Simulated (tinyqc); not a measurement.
# Thin-body transistor below threshold, two-dimensional Poisson equation on a small mesh, step by step

Numbers from tinyqc (`OMP_NUM_THREADS=1 python tinyqc.py 2480164 2480165 out.jsonl`; about 0.1 s on one thread of a shared Intel Xeon 2.30GHz). Printed values are rounded.

A thin body on a thick buried insulator of low permittivity, taken as carrying no normal field at the bottom of the body (row 0). Mobile charge is neglected (subthreshold), the body is fully depleted, and potentials are counted from the intrinsic level; rows run upward to the gate, columns from source to drain.

Values chosen for this exercise; semiconductor permittivity close to that of silicon: temperature T = 300 K; relative permittivity of the semiconductor eps_r = 11.7; relative permittivity of the insulator eox = 22; body thickness tb = 5 nm; insulator thickness tox = 3.9 nm; channel length L = 18 nm; acceptor density of the depleted body Na = 0 cm^-3; potential of the source Vbi = 0.54 V; gate offset Vfb = -0.01 V; gate voltage Vg = 0 V; drain voltage Vd = 0.5 V.

Constants: q = 1.602176634e-19 C, kB = 1.380649e-23 J/K, Vt = kB T/q, eps0 = 8.8541878128e-14 F/cm where lengths are in cm. Results are converted to the units shown.

## Coefficients of the five-point equations

Mesh: rows i = 0..2 in the semiconductor (step hs = tb/2, row 2 on the interface), then 2 step(s) ho = tox/2 up to the gate row 4; columns j = 0..5 (step hy = L/5). Box integration, divided by eps0: up_i = eps hy/h of the interval above row i, dn_i = that of the interval below (0 for row 0), lat_i = (sum of eps h/2 over the intervals above and below)/hy, s_i = -q Na w_i hy/eps0 with w_i the semiconductor height of the box (hs/2 for row 0 and the interface row, hs between, 0 in the insulator). Each free node obeys (up + dn + 2 lat) psi = up psi(above) + dn psi(below) + lat [psi(left) + psi(right)] + s.

```
row       up       dn      lat  s (V)
0    16.8480        0  4.06250      0
1    16.8480  16.8480    8.125      0
2    40.6154  16.8480  10.0208      0
3    40.6154  40.6154  11.9167      0
```

## Iteration 1: over-relaxation sweep (omega = 1.3)

psi at the start (fixed values on the edges, free nodes at the gate value) (V):
```
           j=0      j=1      j=2      j=3      j=4      j=5
row 0  0.54000  0.01000  0.01000  0.01000  0.01000  1.04000
row 1  0.54000  0.01000  0.01000  0.01000  0.01000  1.04000
row 2  0.54000  0.01000  0.01000  0.01000  0.01000  1.04000
row 3  0.27500  0.01000  0.01000  0.01000  0.01000  0.52500
row 4  0.01000  0.01000  0.01000  0.01000  0.01000  0.01000
```

Free nodes: rows 0..3, columns 1..4, taken row by row from row 0, left to right. t = (up psi(above) + dn psi(below) + lat [psi(left) + psi(right)] + s)/(up + dn + 2 lat), with the newest neighbours; psi(new) = psi + 1.3 (t - psi).

psi after iteration 1 (V):
```
           j=0      j=1      j=2      j=3      j=4      j=5
row 0  0.54000  0.12208  0.03370  0.01501  0.22888  1.04000
row 1  0.54000  0.17123  0.05449  0.02161  0.32626  1.04000
row 2  0.54000  0.14465  0.04520  0.01920  0.27404  1.04000
row 3  0.27500  0.11674  0.04343  0.01955  0.22004  0.52500
row 4  0.01000  0.01000  0.01000  0.01000  0.01000  0.01000
```

## Iteration 2: over-relaxation sweep (omega = 1.3)

As before.

psi after iteration 2 (V):
```
           j=0      j=1      j=2      j=3      j=4      j=5
row 0  0.54000  0.23488  0.09053  0.08200  0.45476  1.04000
row 1  0.54000  0.24078  0.09866  0.12776  0.46867  1.04000
row 2  0.54000  0.20254  0.08118  0.10337  0.39231  1.04000
row 3  0.27500  0.11874  0.05318  0.09139  0.22706  0.52500
row 4  0.01000  0.01000  0.01000  0.01000  0.01000  0.01000
```

## Course of the iteration: over-relaxation sweep (omega = 1.3)

Stop when the largest change of psi is below 1e-7 V, or after 400 iterations. Fixed values: gate row Vg - Vfb; column 0 at Vbi and the last column at Vbi + Vd in the semiconductor, each running linearly to Vg - Vfb across the insulator.

Course of the iteration:
```
iteration  psi at row 0, j = 2 (V)  largest |change| of one entry (V)
1                        0.0337032                              0.316
2                        0.0905280                              0.226
3                         0.134671                              0.130
4                         0.198826                             0.0828
5                         0.242448                             0.0511
6                         0.276541                             0.0341
7                         0.288726                             0.0161
8                         0.293431                            6.06e-3
9                         0.295816                            2.39e-3
...                            ...                                ...
14                        0.297512                            3.55e-5
15                        0.297527                            1.55e-5
16                        0.297534                            6.82e-6
17                        0.297537                            2.96e-6
18                        0.297538                            1.29e-6
19                        0.297539                            5.61e-7
20                        0.297539                            2.44e-7
21                        0.297539                            1.06e-7
22                        0.297539                            4.64e-8
```

Converged in 22 iterations. At the end each change is about 0.44 times the one before: linear convergence.

## Barrier, swing and barrier lowering

converged psi (V):
```
           j=0      j=1      j=2      j=3      j=4      j=5
row 0  0.54000  0.36001  0.29754  0.37213  0.61270  1.04000
row 1  0.54000  0.33168  0.26449  0.33211  0.56767  1.04000
row 2  0.54000  0.23528  0.16642  0.21111  0.40846  1.04000
row 3  0.27500  0.13709  0.09773  0.12325  0.23529  0.52500
row 4  0.01000  0.01000  0.01000  0.01000  0.01000  0.01000
```

d psi/dVg on row 0: j=0 0.000000, j=1 0.389288, j=2 0.583543, j=3 0.583543, j=4 0.389288, j=5 0.000000
d psi/dVd on row 0: j=0 0.00000, j=1 0.05267, j=2 0.13363, j=3 0.28282, j=4 0.55804, j=5 1.00000

The barrier is read along row 0, the path farthest from the gate. Take the node j of lowest psi: barrier Vbi - psi_j; swing Vt ln 10/(d psi_j/dVg); DIBL = (d psi_j/dVd)/(d psi_j/dVg). The derivatives solve the same equations with s = 0 and a unit change of that voltage.

j = 2
barrier = 0.242461 V
swing = 102.009 mV/decade
DIBL = 229.004 mV/V

A mesh of 12, 8 and 80 steps (semiconductor, insulator, channel) gives a barrier of 0.256 V, a swing of 98.8 mV a decade and a DIBL of 209 mV/V; the small mesh puts the barrier 5.3 % below that.
